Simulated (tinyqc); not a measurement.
MOS capacitor with interface traps: C-V stretch-out, conductance peak and subthreshold swing: one step, computed by the program tinyqc. Command: `OMP_NUM_THREADS=1 python tinyqc.py 3018322 3018323 out.jsonl mostraps walk`. One thread of a shared host (Intel(R) Xeon(R) Processor @ 2.30GHz), about 0.01 s of CPU time with the checks.

Energies at the interface are counted from the valence band. psi > 0 means bending towards depletion, so the surface potential is -psi. Boltzmann statistics, full ionisation, no quantum confinement. Traps are neutral when filled up to E_n, with a sharp (zero-temperature) occupation.

Problem. Conductance peak. v = sqrt(3 k_B T/m) with the majority mass; surface density n_s = N exp(-psi/k_B T); tau = 1/(sigma v n_s); for a continuum of levels G_p/omega = C_it ln(1 + omega^2 tau^2)/(2 omega tau), which peaks at omega tau = 1.98, the frequency 1.98/(2 pi tau); potential fluctuations are left out.

Inputs (values chosen for the exercise, modelled on beta-Ga2O3, with an insulator like Si3N4):
```
quantity                              value   unit
gap E_g                                4.77     eV
electron mass m_e                      0.29    m_0
doping N                            2.1e+15  cm^-3
neutrality level E_n                   3.06     eV
capture cross-section sigma           9e-17   cm^2
band bending towards depletion psi      0.5      V
temperature T                           400      K
```

Substrate: n-type. Trap spectrum: flat.

k_B T = 0.03446933 eV

C_it = 0.02082830 microF/cm^2

Constants: k_B = 1.380649e-23 J/K; m_0 = 9.1093837015e-31 kg.

Give: v; n_s; trap time constant; peak frequency; peak of G_p/omega.

Solution.

v = 2.504e+07 cm/s

n_s = 1.053e+09 cm^-3

trap time constant = 0.4213 s

peak frequency = 0.7480 Hz

peak of G_p/omega = 0.008381 microF/cm^2

Caution: traps deeper than about 24 k_B T and minority carriers reach equilibrium slowly or not at all, so the charges here are limits for very slow sweeps.
